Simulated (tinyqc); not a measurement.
Minority carriers and saturation current of a heavily doped emitter: two steps of the calculation.

n-type, parabolic bands, full ionisation. eta = (EF - Ec)/kB T solves N = Nc F12(eta), F12(x) = (2/sqrt(pi)) int_0^infinity sqrt(u)/(1 + exp(u - x)) du. The gap shrinks rigidly by dEg = a3 y^(1/3) + a4 y^(1/4) + a2 y^(1/2), y = N/1e18 cm^-3, an empirical law that is here taken as the true narrowing.

Inputs (values chosen for the exercise); band and dielectric values close to those of germanium: temperature T = 250 K; conduction-band density of states at 250 K Nc = 7.91e18 cm^-3; ionised donor density N = 1.8e18 cm^-3; minority-hole mobility mup = 190 cm^2/(V s); Auger coefficient Cn = 2.4e-31 cm^6/s; defect lifetime ts = 9.2 us; emitter width W = 680 nm; recombination velocity at the contact S = 4400 cm/s.

Constants: q = 1.602176634e-19 C, kB = 1.380649e-23 J/K, Vt = kB T/q. Results are converted to the units shown.

Problem 1. Fermi level. Newton step on ln F12(eta) = ln(N/Nc): eta(new) = eta - ln(Nc F12/N) F12/Fm, Fm(x) = dF12/dx = (1/sqrt(pi)) int_0^infinity u^(-1/2)/(1 + exp(u - x)) du.

eta at the start (Boltzmann value) = -1.4803

Give: F12; Fm; eta after iteration 1.

Solution 1.

F12 = 0.21124
Fm = 0.19664
eta after iteration 1 = -1.4004

Problem 2. Saturation current. 1/tau = Cn N^2 + 1/ts, D = mup Vt, L = sqrt(D tau); J0 = (q p0 D/L)(s + tanh(W/L))/(1 + s tanh(W/L)), s = S L/D; the share recombining inside is 1 - 1/[cosh(W/L)(1 + tanh(W/L)/s)].

p0 = 2.6741129e6 cm^-3

Give: tau; L; s; J0; share recombining inside.

Solution 2.

tau = 1128 ns
L = 2.149e4 nm
s = 2.310
J0 = 1.781e6 fA/cm^2
share recombining inside = 1.400 %

The emitter is transparent: most holes reach the contact.

Range of the model: Band tails, non-parabolic bands and incomplete ionisation are left out.

tinyqc, about 0.01 s, one thread, Intel Xeon 2.30GHz (shared host): `OMP_NUM_THREADS=1 python tinyqc.py 2330159 2330160 out.jsonl`
